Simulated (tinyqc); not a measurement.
Stoner model of a band ferromagnet: sweeps and comparisons. A value that a table varies takes the place of the one given here.

Density of states per atom and spin: two humps, D(e) = (M/W) [1 - sp cos(4 pi e/W)]. Levels e -/+ I m/2 for up and down spin, m = n_up - n_down, n_up + n_down = nd. At zero temperature e(N) is the energy below which N states lie, and E(m) = sum over spins of integral e D de - I m^2/4.

Constants: kB = 8.617333262e-05 eV/K.

Parameters, chosen for this exercise: W = 3.7 eV (band width, e from -W/2 to W/2); M = 5 (states per atom and spin); nd = 7.62 (electrons per atom); sp = 0.61 (shape parameter); I = 0.6 eV (Stoner parameter).

## Moment against temperature

Fermi-Dirac occupations on 600 equal energy intervals; m is iterated from saturation until it changes by less than 1e-7 or for 400 rounds; the paramagnet is unstable while I times the mean of D weighted by -df/de exceeds 1.

Results:
```
T/Tc,T (K),m (muB),I D(T) of the paramagnet
0.10,274,2.094,1.298
0.30,821,2.019,1.259
0.50,1368,1.844,1.193
0.65,1778,1.627,1.135
0.80,2188,1.292,1.076
0.90,2462,0.942,1.037
0.95,2598,0.676,1.018
1.10,3009,0.000,0.965
```

Tc (from I D(T) = 1) = 2.74e+03 K

kB Tc = 0.236 eV, 0.19 of the exchange splitting at zero temperature. m keeps 0.88 of its first value at half Tc and 0.45 at 0.9 Tc. The model knows only Stoner excitations; spin waves and local moments bring the ordering temperature below the Stoner value.

## Moment against the Stoner parameter

Lowest state for each I.

Results:
```
I (eV),I D(EF),m (muB),E - E(0) (meV)
0.28,0.608,0.000,0.0
0.37,0.804,0.000,0.0
0.42,0.912,0.000,0.0
0.46,0.999,0.000,0.0
0.51,1.108,1.487,-14.8
0.58,1.260,2.015,-71.2
0.69,1.499,2.375,-206.5
0.83,1.803,2.380,-404.8
```

A moment first appears at I = 0.51 eV of those listed, where I D(EF) = 1.108. It is saturated at 2.380 from I = 0.83 eV on.

## Moment against band filling

Rigid band, I fixed: a Slater-Pauling curve.

Results:
```
nd,I D(EF),m (muB),m_max
3.0,1.267,1.817,3.0
4.0,0.944,0.000,4.0
5.0,0.316,0.000,5.0
6.0,0.944,0.000,4.0
6.5,1.151,1.167,3.5
7.0,1.267,1.817,3.0
7.5,1.305,2.125,2.5
8.0,1.267,1.817,2.0
8.5,1.151,1.167,1.5
9.0,0.944,0.000,1.0
9.5,0.630,0.000,0.5
```

Magnetic fillings among those listed: 3.0, 6.5, 7.0, 7.5, 8.0 and 8.5; the largest moment is 2.13 at nd = 7.5. No listed filling is saturated.

## What moves the moment

Lowest state for each case. Each row changes one parameter from the base and keeps the others.

Results:
```
case,I D(EF),m (muB),E - E(0) (meV)
base,1.303,2.103,-92.5
W = 3.404 eV,1.417,2.276,-142.9
I = 0.648 eV,1.407,2.264,-150.0
nd = 7.32,1.301,2.077,-89.6
sp = 0.71,1.384,2.219,-129.3
```

The largest shifts from the base row, up to three for each result and ties (the steps differ in size, so this ranks the rows, not the parameters). I D(EF): W +0.113, I +0.104, sp +0.081. m (muB): W +0.173, I +0.161, sp +0.116. E - E(0) (meV): I -57.5, W -50.4, sp -36.8.

Run: tinyqc, `OMP_NUM_THREADS=1 python tinyqc.py 1651759 1651760 out.jsonl`; Intel(R) Xeon(R) Processor @ 2.30GHz, one thread, shared host; about 0.3 s of CPU time with all checks.
